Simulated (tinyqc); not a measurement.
Comparisons within one model: recursion (Haydock) method for the local density of states: surface site of a cubic lattice. A value that a table varies takes the place of the one given here.

One orbital a site at energy 0, hopping -t to the 6 nearest neighbours of a cubic lattice; the start u0 is a site in the outermost layer of a half crystal, with energy V. Recursion: a_n = <u_n|H|u_n>, b_(n+1) u_(n+1) = (H - a_n) u_n - b_n u_(n-1), b > 0. G(z) = 1/(z - a0 - b1^2/(z - a1 - b2^2/(...))), z = E + i eta. After n levels the tail is b_n^2 T with the square-root terminator T = (z - sqrt(z - 2b) sqrt(z + 2b))/(2 b^2), b = 3t so that the band edges lie at -/+ 6t.

Reference: the closed form for a chain (bulk 1/sqrt(z^2 - 4t^2), end site (z - sqrt(z^2 - 4t^2))/(2t^2)), averaged over 400 points (j + 1/2) pi/400 in each remaining direction with z shifted by 2t cos k, then G/(1 - V G).

Parameters, chosen for this exercise:
- t = 0.82 eV (hopping)
- V = 0 eV (shift of the starting site)
- eta = 0.041 eV (broadening)
- n = 5 (levels kept)
- E = -1.44 eV (energy)

## How many levels, and whether to terminate

Energies as fractions of the half width 6t.

Density (1/eV):
```
fraction  E (eV)  2 levels  4 levels  7 levels  7, no terminator  reference
-1.10     -5.412    0.0008    0.0008    0.0008            0.0008     0.0008
-0.90     -4.428    0.0125    0.0097    0.0109            0.0089     0.0107
-0.60     -2.952    0.0673    0.0710    0.0722            0.0324     0.0713
-0.35     -1.722    0.1507    0.1407    0.1410            0.2944     0.1389
-0.15     -0.738    0.1846    0.1903    0.1874            0.0127     0.1890
0.00       0.000    0.1891    0.1963    0.2024            2.6147     0.2005
0.15       0.738    0.1846    0.1903    0.1874            0.0127     0.1890
0.35       1.722    0.1507    0.1407    0.1410            0.2944     0.1389
0.60       2.952    0.0673    0.0710    0.0722            0.0324     0.0713
0.90       4.428    0.0125    0.0097    0.0109            0.0089     0.0107
1.10       5.412    0.0008    0.0008    0.0008            0.0008     0.0008
```

What can be read from the table?

Largest errors against the reference: 0.0119 (2 levels), 0.0043 (4), 0.0021 (7) and 2.414 without terminator, which leaves seven broadened spikes in place of a band. With seven levels the error is largest at E = -1.72 and 1.72 eV, at or next to a van Hove point of the lattice, which makes the b_n oscillate and converges last.

## What each setting does

G at z = E + i eta with n levels and terminator. Each row changes one parameter from the base and keeps the others.

Results:
```
case            Re G (1/eV)  density (1/eV)
base                -0.2976          0.1552
t = 0.902 eV        -0.2547          0.1467
V = 0.5 eV          -0.3341          0.1125
n = 6               -0.3164          0.1557
E = -1.28 eV        -0.2755          0.1626
eta = 0.082 eV      -0.2916          0.1535
```

What can be read from the table?

The largest shifts from the base row, up to three for each result and ties (the steps differ in size, so this ranks the rows, not the parameters). Re G (1/eV): t +0.0429, V -0.0365, E +0.0221. density (1/eV): V -0.0427, t -0.0085, E +0.0074.

Computed by tinyqc, a small Python program: `OMP_NUM_THREADS=1 python tinyqc.py 1482572 1482573 out.jsonl` (the numbers bound the seed that draws the inputs); one thread of a shared host (Intel(R) Xeon(R) Processor @ 2.30GHz), about 0.1 s for the whole set of steps.
